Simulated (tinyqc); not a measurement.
What moves the results: Wannier exciton and Elliott formula. A value that a table varies takes the place of the one given here.

Saha balance n^2/n_x = K = (mu kB T/(4 pi c))^(3/2) exp(-Ry*/kB T) with n + n_x = N, 1s excitons only, equal spin counts for excitons and free pairs; free share f = 2/(1 + sqrt(1 + 4N/K)); c = hbar^2/2m0, Ry* = Ry mu/eps^2, 1/mu = 1/me + 1/mh, 1/angstrom^3 = 1e24/cm^3.

Constants: hbar^2/2m0 = 3.80998211 eV angstrom^2; kB = 8.617333262e-05 eV/K; Ry = 13.60569312 eV.

Values chosen for the exercise (near those of InGaAs; the results hold for these values, not for the real material): xs = (0.051, 0.14, 0.59, 1.7, 3.6, 10, 52, 78) ((E - Eg)/Ry*); me = 0.041 m0 (electron mass); mh = 0.105 m0 (hole mass); eps = 13.8 (dielectric constant); N = 0.00028 x 1e16/cm^3 (density of pairs).

## Coulomb enhancement above the gap

Ry* = 2.1066 meV

With x = (E - Eg)/Ry* and y = pi/sqrt(x): S3 = y exp(y)/sinh(y), and S2 = exp(y)/cosh(y). Free-pair absorption goes as sqrt(x) in three dimensions and is constant in two.

Factors:

| x | E - Eg (meV) | sqrt(x) | S3 | S3 sqrt(x) | S2 |
|---|---|---|---|---|---|
| 0.051 | 0.11 | 0.226 | 27.822 | 6.283 | 2.000 |
| 0.14 | 0.29 | 0.374 | 16.793 | 6.283 | 2.000 |
| 0.59 | 1.24 | 0.768 | 8.182 | 6.285 | 1.999 |
| 1.7 | 3.58 | 1.304 | 4.858 | 6.334 | 1.984 |
| 3.6 | 7.58 | 1.897 | 3.437 | 6.521 | 1.930 |
| 10 | 21.07 | 3.162 | 2.303 | 7.282 | 1.759 |
| 52 | 109.54 | 7.211 | 1.498 | 10.803 | 1.410 |
| 78 | 164.32 | 8.832 | 1.398 | 12.343 | 1.341 |

In three dimensions the product tends to 2 pi = 6.283 at the edge (6.283 in the first row), so the square-root onset becomes a step. Even 164 meV above the gap the enhancement is 1.40; it decays only as 1 + pi/sqrt(x) = 1.36. In two dimensions it never exceeds 2 and has fallen to 1.34.

## Temperature

The balance at fixed N.

Ionisation:

| T (K) | kB T/Ry* | K (1e16/cm^3) | free share |
|---|---|---|---|
| 10 | 0.409 | 0.00335 | 0.928 |
| 20 | 0.818 | 0.0322 | 0.991 |
| 40 | 1.636 | 0.168 | 0.998 |
| 77 | 3.150 | 0.601 | 1.00 |
| 150 | 6.136 | 1.91 | 1.00 |
| 300 | 12.272 | 5.86 | 1.00 |

The free share stays above one half over the table. The free share goes from 0.928 to 1. A lower density ionises at a lower temperature, since free pairs gain entropy.

Program tinyqc; command `OMP_NUM_THREADS=1 python tinyqc.py 1251149 1251150 out.jsonl`; about 0.01 s on one thread of a shared Intel(R) Xeon(R) Processor @ 2.30GHz.
